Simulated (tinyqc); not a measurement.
## Electron mobility in a silicon inversion layer, empirical terms and Matthiessen rule: effect of the temperature

Inversion layer of sheet density Ns on a uniformly doped body. The mobility terms are empirical power laws with prefactors chosen for the exercise; adding their inverses (Matthiessen) is itself an approximation.

Nc and Nv are given at 293 K and scale as (T/293 K)^1.5; Eg is fixed. ni = sqrt(Nc Nv) exp(-Eg/(2 Vt)), Eg in volts; Ndep = sqrt(2 eps0 eps_r Nb (2 Vt ln(Nb/ni) + Vsb)/q); E = q (Ndep + eta Ns)/(eps0 eps_r), in MV/cm. With t = T/(300 K): muC = Ac (Ns/1e12 cm^-2) t/(Nb/1e17 cm^-3 + Nit/1e11 cm^-2), muP = Ap E^(-1/3) t^(-1.75), muS = As E^(-gs); 1/mu is the sum of the inverses.

Parameters, values chosen for the exercise; material values close to those of silicon:
- Eg = 1.14 eV (band gap)
- eps_r = 11.8 (relative permittivity of the semiconductor)
- Nc = 2.67e19 cm^-3 (conduction-band density of states at the reference temperature)
- Nv = 2.61e19 cm^-3 (valence-band density of states at the reference temperature)
- Nb = 1.5e17 cm^-3 (body doping)
- Vsb = 0 V (reverse body bias)
- eta = 0.5 (weight of the inversion charge in the effective field)
- Ap = 453 cm^2/(V s) (phonon-limited mobility at 1 MV/cm and 300 K)
- As = 1170 cm^2/(V s) (roughness-limited mobility at 1 MV/cm)
- gs = 2 (exponent of the roughness term)
- Ac = 2700 cm^2/(V s) (Coulomb prefactor)
- Nit = 4.7e10 cm^-2 (charge at the interface)
- Ns = 3.6e12 cm^-2 (inversion density)

Constants: q = 1.602176634e-19 C, kB = 1.380649e-23 J/K, Vt = kB T/q, eps0 = 8.8541878128e-14 F/cm where lengths are in cm. Results are converted to the units shown.

Result of one run:
```
T (K),E (MV/cm),muC (cm^2/(V s)),muP (cm^2/(V s)),muS (cm^2/(V s)),mu (cm^2/(V s))
350,0.4693,5756,445.1,5312,383.3
```

What becomes of these results when the temperature T is changed from 350 to 400 K, all else the same?

Result of the changed run:
```
T (K),E (MV/cm),muC (cm^2/(V s)),muP (cm^2/(V s)),muS (cm^2/(V s)),mu (cm^2/(V s))
400,0.4619,6579,354.2,5483,316.7
```

The whole series:
```
T (K),E (MV/cm),muC (cm^2/(V s)),muP (cm^2/(V s)),muS (cm^2/(V s)),mu (cm^2/(V s))
120,0.4969,1974,2843,4738,935.0
160,0.4929,2631,1723,4816,856.1
200,0.4885,3289,1169,4902,733.6
250,0.4826,4112,794.6,5024,588.0
300,0.4762,4934,580.1,5160,471.6
350,0.4693,5756,445.1,5312,383.3
400,0.4619,6579,354.2,5483,316.7
450,0.4541,7401,289.9,5675,265.9
```

As T goes from 120 to 450 K, E falls from 0.497 to 0.454 MV/cm and mu falls from 935 to 266 cm^2/(V s). The smallest term is the Coulomb one in the first row and the phonon one in the last. For T = 120 to 160 K dopant freeze-out and degenerate screening, left out here, matter.

Program tinyqc, `OMP_NUM_THREADS=1 python tinyqc.py 2510155 2510156 out.jsonl`; Intel Xeon 2.30GHz, shared host, one thread, about 0.01 s.
